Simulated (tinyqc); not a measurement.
Comparisons within one model: interface roughness in a thin film (subband fluctuation and scattering). A value that a table varies takes the place of the one given here.

Square well of width t, barriers V0, c = hbar^2/2m0: E1 solves k t + 2 atan[(k/mz)/(kappa/mb)] = pi, k = sqrt(mz E/c), kappa = sqrt(mb (V0 - E)/c). One interface is rough, so the subband edge fluctuates by G dt with G = |dE1/dt| (central difference of 0.01 angstrom; 2 E1/t for hard walls).

Gaussian roughness spectrum S(q) = pi D^2 Lc^2 exp(-q^2 Lc^2/4). Degenerate gas, taken to fill one subband (the second starts to fill once c kF^2/md exceeds E2 - E1, which is not tested here): kF = sqrt(2 pi Ns/gv), q = 2 kF sin(theta/2), 1/tau = (md/(2 pi c hbar)) G^2 times the integral from 0 to pi of S(q)(1 - cos theta)/eps(q)^2 dtheta, eps(q) = 1 + qs/q with screening (qs = gv md q0/(c eps), q0 = e^2/(4 pi eps0), form factors left out, which overstates the screening; other scattering is left out too, so these values lie far above measured mobilities in all but the thinnest films) or 1 without; mobility = tau c2/md with c2 = e/m0 = 1.75882e15 cm^2/(V s^2); 1e12/cm^2 = 1e-4/angstrom^2.

Constants: hbar^2/2m0 = 3.80998211 eV angstrom^2; hbar = 6.58211957e-16 eV s; e^2/(4 pi eps0) = 14.39964547 eV angstrom.

Parameters, chosen for this exercise (near those of a thin InGaAs channel; not measured data):
- mz = 0.045 m0 (confinement mass)
- V0 = 1.98 eV (barrier)
- mb = 0.26 m0 (barrier mass)
- md = 0.045 m0 (mass in the plane)
- gv = 1 (valleys)
- D = 2.5 angstrom (rms height of the roughness)
- Lc = 56 angstrom (correlation length)
- Ns = 0.85 x 1e12/cm^2 (sheet density)
- eps = 10.6 (mean dielectric constant at the channel)
- ts = (36, 46, 56, 66, 82, 106, 139) angstrom (thicknesses)
- t = 66 angstrom (film thickness)
- Ll = (4, 8, 14, 22, 35, 55, 90) angstrom (correlation lengths)

## The sixth-power law

Screened mobility against thickness for the finite barrier and for hard walls.

Results:
```
t (angstrom)  E1 (meV)  G (meV/angstrom)  mobility (cm^2/(V s))  the same, hard walls
36               205.0             7.044               9.91e+03                   383
46               150.0             4.285               2.68e+04              1.67e+03
56               115.1             2.830               6.14e+04              5.43e+03
66                91.4             1.979               1.25e+05              1.45e+04
82                66.5             1.215               3.33e+05              5.35e+04
106               44.9             0.666               1.11e+06              2.50e+05
139               29.0             0.344               4.16e+06              1.27e+06
```

With hard walls G goes as 1/t^3 and the mobility as t^6. With the finite barrier the local exponent is 4.06 at the thin end and 4.88 at the thick end, since the envelope leaks out and softens the dependence. The least value is 9.91e+03 cm^2/(V s). The gate field, which also presses carriers to the interface, is left out.

## Correlation length

Fixed D; bare and screened mobility.

Results:
```
Lc (angstrom)  kF Lc  bare mobility (cm^2/(V s))  screened mobility (cm^2/(V s))
4               0.09                    3.56e+06                        7.19e+06
8               0.18                    9.08e+05                        1.83e+06
14              0.32                    3.12e+05                        6.33e+05
22              0.51                    1.42e+05                        2.89e+05
35              0.81                    7.45e+04                        1.54e+05
55              1.27                    5.74e+04                        1.25e+05
90              2.08                    8.57e+04                        2.28e+05
```

The bare mobility is lowest at Lc = 55 angstrom of those listed (kF Lc = 1.27). The screened mobility is lowest at Lc = 55 angstrom of those listed (kF Lc = 1.27). Short roughness averages out (mobility as 1/Lc^2; the first two rows give exponent -1.97), and long roughness deflects only by small angles (bare mobility rising as Lc; the last two rows give 0.82).

## What each parameter does

G, G D, and the screened mobility. Each row changes one parameter from the base and keeps the others.

Results:
```
case                   G (meV/angstrom)  G D (meV)  mobility (cm^2/(V s))
base                              1.979       4.95              1.255e+05
t = 72 angstrom                   1.631       4.08              1.848e+05
D = 3.25 angstrom                 1.979       6.43              7.426e+04
Lc = 64 angstrom                  1.979       4.95              1.352e+05
Ns = 1.36 x 1e12/cm^2             1.979       4.95              2.086e+05
mz = 0.052 m0                     1.906       4.77              1.353e+05
md = 0.052 m0                     1.979       4.95              1.033e+05
V0 = 1.39 eV                      1.710       4.28              1.681e+05
eps = 12.7                        1.979       4.95              1.129e+05
```

The largest shifts from the base row, up to three for each result and ties (the steps differ in size, so this ranks the rows, not the parameters). G (meV/angstrom): t -0.348, V0 -0.269, mz -0.073; unchanged at the printed digits by D, Lc, Ns, md and eps. G D (meV): D +1.48, t -0.87, V0 -0.67; unchanged at the printed digits by Lc, Ns, md and eps. mobility (cm^2/(V s)): Ns +8.31e+04, t +5.93e+04, D -5.12e+04. In the base case G D is 0.11 times EF - E1 = 45.2 meV.

(tinyqc, `OMP_NUM_THREADS=1 python tinyqc.py 1252467 1252468 out.jsonl`, Intel(R) Xeon(R) Processor @ 2.30GHz, 1 thread, shared host, about 0.01 s.)
